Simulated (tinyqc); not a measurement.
From results back to parameters: delta-doped layer in the Thomas-Fermi potential. Five cases, with inputs chosen for the exercise.

Problem. The depth of the well was computed from a hidden sheet density.

All donors ionised in the plane z = 0, zero temperature, energies from the Fermi level EF of the Thomas-Fermi model, which lies at the bulk band edge; c = hbar^2/2m0, q = e^2/(4 pi eps0). Layer in a (001) plane: two valleys with m_z = ml, m_d = mt (unprimed) and four with m_z = mt, m_d = sqrt(ml mt) (primed); m3 = (ml mt^2)^(1/3), gv = 6. With n = (gv/3 pi^2)(m3 (-V)/c)^(3/2) and V'' = -(4 pi q/eps) n for z > 0, the solution is V = -b/(|z| + z0)^4 with sqrt(b) = 20/K, K = (4 pi q/eps)(gv/3 pi^2)(m3/c)^(3/2), and z0^5 = 4b/(e F0), e F0 = 2 pi q N/eps; 1e13/cm^2 = 1e-3/angstrom^2. Exchange and correlation are left out.

Constants: hbar^2/2m0 = 3.80998211 eV angstrom^2; e^2/(4 pi eps0) = 14.39964547 eV angstrom.

Case 1.

Values chosen (out of a larger set: near those of a delta-doped layer in Si; not measured data): ml = 0.922 m0 (longitudinal mass); mt = 0.19 m0 (transverse mass); eps = 11.5 (dielectric constant).

depth = 0.077492 eV

Case 2.

Values chosen (out of a larger set: near those of a delta-doped layer in Si; not measured data): ml = 0.911 m0 (longitudinal mass); mt = 0.194 m0 (transverse mass); eps = 11.6 (dielectric constant).

depth = 0.108353 eV

Case 3.

Values chosen (out of a larger set: near those of a delta-doped layer in Si; not measured data): ml = 0.914 m0 (longitudinal mass); mt = 0.186 m0 (transverse mass); eps = 11.9 (dielectric constant).

depth = 0.109003 eV

Case 4.

Values chosen (out of a larger set: near those of a delta-doped layer in Si; not measured data): ml = 0.934 m0 (longitudinal mass); mt = 0.192 m0 (transverse mass); eps = 12 (dielectric constant).

depth = 0.417713 eV

Case 5.

Values chosen (out of a larger set: near those of a delta-doped layer in Si; not measured data): ml = 0.899 m0 (longitudinal mass); mt = 0.19 m0 (transverse mass); eps = 11.9 (dielectric constant).

depth = 0.086144 eV

Find: b; z0; N.

Solution. b does not depend on N; z0 = (b/depth)^(1/4), e F0 = 4b/z0^5 and N = eps e F0/(2 pi q).

Case 1.

b = 6.537e+04 eV angstrom^4
z0 = 30.31 angstrom
N = 1.30 x 1e13/cm^2

Case 2.

b = 6.457e+04 eV angstrom^4
z0 = 27.78 angstrom
N = 2.00 x 1e13/cm^2

Case 3.

b = 7.368e+04 eV angstrom^4
z0 = 28.67 angstrom
N = 2.00 x 1e13/cm^2

Case 4.

b = 6.881e+04 eV angstrom^4
z0 = 20.15 angstrom
N = 11.0 x 1e13/cm^2

Case 5.

b = 7.179e+04 eV angstrom^4
z0 = 30.21 angstrom
N = 1.50 x 1e13/cm^2

Computed by tinyqc, one run a case: `OMP_NUM_THREADS=1 python tinyqc.py N N+1 out.jsonl` with N = 1282315, 1282619, 1282645, 1282669, 1282695; one thread of a shared Intel(R) Xeon(R) Processor @ 2.30GHz, about 0.2 s a run at most.
